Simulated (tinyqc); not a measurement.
The product rho l across metals: free and nearly free electrons in a metal.

Constants: hbar^2/2m0 = 3.80998211 eV angstrom^2; hbar = 6.58211957e-16 eV s.

Free electrons with m = 1; fcc cells hold 4 atoms and bcc cells 2; n = atoms z/a^3, kF = (3 pi^2 n)^(1/3), rho l = hbar kF/(n e^2), e = 1.602176634e-19 C. Inputs are chosen for the exercise.

Results:
```
case     lattice  a (angstrom)  z  rho (micro-ohm cm)  kF (1/angstrom)  EF (eV)  l (nm)  rho l (1e-16 ohm m^2)
near Al      fcc         4.034  3                2.72            1.756    11.74    14.5                   3.95
near Na      bcc         4.224  1                4.24            0.923     3.24    33.7                  14.29
near Li      bcc         3.477  1                8.57            1.121     4.79    11.3                   9.68
near Ca      fcc         5.602  2                3.65            1.104     4.65    27.3                   9.97
near Ag      fcc         4.062  1                1.44            1.209     5.57    57.8                   8.32
near Cu      fcc         3.613  1                1.64            1.359     7.04    40.1                   6.58
```

rho l falls as n^(-2/3): it is lowest for the case near Al and highest for near Na. The lowest bulk rho belongs to near Ag; in very narrow wires, where rho l rules, the order changes. Real Fermi surfaces depart from spheres, most for the polyvalent and noble metals.

tinyqc: `OMP_NUM_THREADS=1 python tinyqc.py 1650292 1650293 out.jsonl`; about 0.01 s, one thread, shared Intel(R) Xeon(R) Processor @ 2.30GHz.
